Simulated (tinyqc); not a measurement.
Two-diode model of a solar cell: effect of the series resistance.

J is the current delivered and Vj = V + J Rs the junction voltage. J = X JL - J01 (exp(Vj/(n1 Vt)) - 1) - J02 (exp(Vj/(2 Vt)) - 1) - Vj/Rp. The photocurrent does not depend on voltage.

Jsc at V = 0, Voc at J = 0, the maximum power point where J (1 + 2 Rs G) = G Vj with G = -dJ/dVj; FF = Vmp Jmp/(Voc Jsc); efficiency Vmp Jmp/(X Pin). Empirical fill factor without parasitics FF0 = (v - ln(v + 0.72))/(v + 1), v = Voc/(n1 Vt).

Values chosen for this exercise; values of the order met in cells of CIGS: temperature T = 273 K; photocurrent at one sun JL = 33.4 mA/cm^2; concentration X = 0.3 suns; saturation current of the first diode J01 = 1.2e-16 A/cm^2; ideality factor of the first diode n1 = 1; shunt resistance Rp = 7000 ohm cm^2; incident power at one sun Pin = 100 mW/cm^2; saturation current of the second diode (ideality 2) J02 = 2.9e-10 A/cm^2.

Constants: q = 1.602176634e-19 C, kB = 1.380649e-23 J/K, Vt = kB T/q. Results are converted to the units shown.

The same in every row: Voc (V) = 0.74764; FF0 = 0.86329.

Effect of the series resistance:

| Rs (ohm cm^2) | Jsc (mA/cm^2) | Vmp (V) | Jmp (mA/cm^2) | FF | efficiency (%) |
|---|---|---|---|---|---|
| 0 | 10.020 | 0.65741 | 9.4226 | 0.82689 | 20.648 |
| 0.05 | 10.020 | 0.65698 | 9.4220 | 0.82631 | 20.634 |
| 0.11 | 10.020 | 0.65646 | 9.4213 | 0.82560 | 20.616 |
| 0.25 | 10.020 | 0.65526 | 9.4196 | 0.82396 | 20.574 |
| 0.55 | 10.019 | 0.65269 | 9.4160 | 0.82044 | 20.486 |
| 1.2 | 10.018 | 0.64713 | 9.4079 | 0.81283 | 20.294 |
| 2.7 | 10.016 | 0.63437 | 9.3883 | 0.79531 | 19.852 |
| 6 | 10.011 | 0.60668 | 9.3398 | 0.75702 | 18.887 |

As Rs goes from 0 to 6, Voc stays at 0.748 V, FF falls from 0.827 to 0.757 and the efficiency falls from 20.6 to 18.9 %. Voc does not depend on Rs, since no current flows through it at open circuit; between the first two rows FF drops by 1.06 times rs = Rs Jsc/Voc in relative terms.

Numbers from tinyqc (`OMP_NUM_THREADS=1 python tinyqc.py 2280001 2280002 out.jsonl`; about 0.01 s on one thread of a shared Intel Xeon 2.30GHz).
